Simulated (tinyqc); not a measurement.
## Signal and retention of a DRAM cell: effect of temperature

A stored one starts at Vd and leaks: Cs dV/dt = -I(V), I = a sqrt((V + Vb)/(Vd + Vb)) + b, with a = Ig exp[-(Eg1 q/kB)(1/T - 1/T0)] (generation in a depletion layer) and b = Is exp[-(Es q/kB)(1/T - 1/T0)]. The bit line is precharged to Vd/2, and charge sharing gives the signal (V - Vd/2) Cs/(Cs + Cb).

The cell fails below Vc = Vd/2 + dm (Cs + Cb)/Cs. With s = sqrt((Vc + Vb)/(Vd + Vb)), the time from Vd to Vc is t = [2 Cs (Vd + Vb)/a] [1 - s - (b/a) ln((a + b)/(a s + b))]. This time is the median of a log-normal spread: failing cells = Nc erfc(z/sqrt 2)/2, z = ln(t/tr)/sg.

Values chosen for this exercise: array voltage Vd = 1.1 V; cell capacitance Cs = 10 fF; bit-line capacitance Cb = 68 fF; smallest signal that the sense amplifier resolves dm = 48 mV; built-in plus back-bias voltage of the storage junction Vb = 1.17 V; junction leakage at V = Vd and T0 Ig = 2.2 fA; voltage-independent leakage at T0 Is = 0.55 fA; activation energy of Is Es = 0.38 eV; reference temperature T0 = 358 K; deviation of ln(retention time) over the cells sg = 0.63; cells Nc = 1.07e9; refresh interval tr = 64 ms; activation energy of Ig Eg1 = 0.52 eV.

Constants: q = 1.602176634e-19 C, kB = 1.380649e-23 J/K. Results are converted to the units shown.

Results:
```
T (K)   a (fA)   b (fA)  retention time (s)  failing cells
298    0.07388  0.04606               14.82       2.937e-9
338     0.8115   0.2654               1.655          129.8
358      2.200   0.5500              0.6488        1.265e5
368      3.478   0.7687              0.4203        1.506e6
378      5.367    1.055              0.2780        1.056e7
398      11.97    1.897              0.1288        1.428e8
```

Estimate the missing row, T = 318 K.

Computed row:
```
T (K)  a (fA)  b (fA)  retention time (s)  failing cells
318    0.2640  0.1168               4.675       0.005177
```

With this row back in the table: The retention time falls from 14.8 to 0.129 s, halving every 18.0 K at the hot end. Its apparent activation energy goes from 0.471 to 0.499 eV, between Es = 0.38 and Eg1 = 0.52 eV, as the share of a in the leakage grows from 61.6 to 86.3 %.

Range of the model: Real arrays also hold a tail of unusually leaky cells and cells whose retention varies in time, which this model lacks.

tinyqc, about 0.01 s, one thread, Intel Xeon 2.30GHz (shared host): `OMP_NUM_THREADS=1 python tinyqc.py 2130157 2130158 out.jsonl`
